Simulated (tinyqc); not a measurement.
# Haynes-Shockley experiment: what a collector records, against the lifetime

A sheet injected at x = 0, t = 0 gives at x = L the signal n(t) = N0 exp(-t/tau - (L - v t)^2/(4 D t))/sqrt(4 pi D t), D = mu Vt, v = mu F. Its peak lies at tp = [-D + sqrt(D^2 + u^2 L^2)]/u^2, u^2 = v^2 + 4 D/tau; dt is the full width at half height. Simple readings: mobility L/(F tp), diffusion coefficient (L dt/tp)^2/(16 ln 2 tp). Area v times the integral of n over N0: (v/u) exp(L (v - u)/(2 D)).

Inputs (values chosen for the exercise): temperature T = 250 K; minority-carrier mobility mu = 3880 cm^2/(V s); sweep field along the drift F = 36 V/cm; distance from injector to collector L = 220 um.

Constants: q = 1.602176634e-19 C, kB = 1.380649e-23 J/K, Vt = kB T/q. Results are converted to the units shown.

The same in every row: L/v (us) = 0.1575.

Haynes-Shockley experiment: what a collector records, against the lifetime:
```
tau (s)	tp (us)	dt (us)	apparent mobility (cm^2/(V s))	apparent D (cm^2/s)	area	exp(-L/(v tau))
2e-8	0.1133	0.05368	5394	86.47	9.342e-4	3.801e-4
4e-8	0.1288	0.06523	4744	86.88	0.02315	0.01950
1e-7	0.1419	0.07558	4306	87.23	0.2035	0.2070
2e-7	0.1473	0.07996	4150	87.38	0.4438	0.4550
5e-7	0.1508	0.08289	4053	87.47	0.7195	0.7298
1e-6	0.1520	0.08393	4020	87.50	0.8476	0.8543
3e-6	0.1529	0.08463	3998	87.53	0.9462	0.9489
6e-6	0.1531	0.08481	3993	87.53	0.9727	0.9741
```

True values: mu = 3880 cm^2/(V s), D = 83.6 cm^2/s. The apparent mobility is 39 % above the true one in the first row and 2.9 % above it in the last, and the apparent D 3.4 % above and 4.7 % above D. The peak always comes before L/v, since spreading and decay both weigh down the later part of the signal; the shift is 28 % and 2.8 % in these rows.

Program tinyqc, `OMP_NUM_THREADS=1 python tinyqc.py 2310031 2310032 out.jsonl`; Intel Xeon 2.30GHz, shared host, one thread, about 0.01 s.
